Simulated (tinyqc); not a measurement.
Frequency dispersion of an accumulation capacitance by border traps, distributed model: two steps of the calculation.

Traps spread evenly through the insulator exchange electrons with the semiconductor by tunnelling, with tau(x) = t0 exp(2 ka x) at depth x from the interface. The admittance per area Y seen at depth x obeys dY/dx = -Y^2/(i w eps0 eox) + q Nb ln(1 + i w tau)/tau, with Y(0) = i w Cs and w = 2 pi f; the gate sees Y(tox) = G + i w C. Working variable y = Y/(i w), in uF/cm^2. Cox = eps0 eox/tox.

Inputs (values chosen for the exercise); permittivity close to that of silicon dioxide: relative permittivity of the insulator eox = 4.08; insulator thickness tox = 6.9 nm; semiconductor capacitance in accumulation Cs = 0.56 uF/cm^2; density of border traps Nb = 2e19 cm^-3 eV^-1; decay constant of the wave function in the insulator ka = 3.5 1/nm; time constant of a trap at the interface t0 = 2e-11 s; frequency f = 1000 Hz; depth down to which the steps are taken xe = 3 nm.

Constants: q = 1.602176634e-19 C, eps0 = 8.8541878128e-14 F/cm where lengths are in cm. Results are converted to the units shown.

Task 1. Scales and lumped estimate. Cox; trap-free value 1/(1/Cox + 1/Cs); response depth d = ln(1/(w t0))/(2 ka), where w tau = 1; lumped estimate: all traps within d act as C_bt = q Nb d placed at d/2, so C = 1/{1/[1/(1/Cs + d/(2 eps0 eox)) + C_bt] + (tox - d/2)/(eps0 eox)}.

Give: Cox; trap-free C; d; C_bt; lumped C.

Result 1.

Cox = 0.5236 uF/cm^2
trap-free C = 0.2706 uF/cm^2
d = 2.270 nm
C_bt = 0.7274 uF/cm^2
lumped C = 0.4121 uF/cm^2

The traps within reach amount to 1.30 Cs and lie in the first 32.9 % of the insulator.

Task 2. Capacitance and conductance at the gate. Beyond xe the traps are ignored, so 1/y(tox) = 1/y(xe) + (tox - xe)/(eps0 eox); C = Re y, G/w = -Im y, loss tangent G/(w C).

y at xe = 0.80519934-0.05326310i uF/cm^2

Find: y at the gate; C; G/w; loss tangent.

Result 2.

y at the gate = 0.43122-0.01523i uF/cm^2
C = 0.43122 uF/cm^2
G/w = 0.015229 uF/cm^2
loss tangent = 0.035316

Numbers from tinyqc (`OMP_NUM_THREADS=1 python tinyqc.py 2202192 2202193 out.jsonl`; about 0.5 s on one thread of a shared Intel Xeon 2.30GHz).
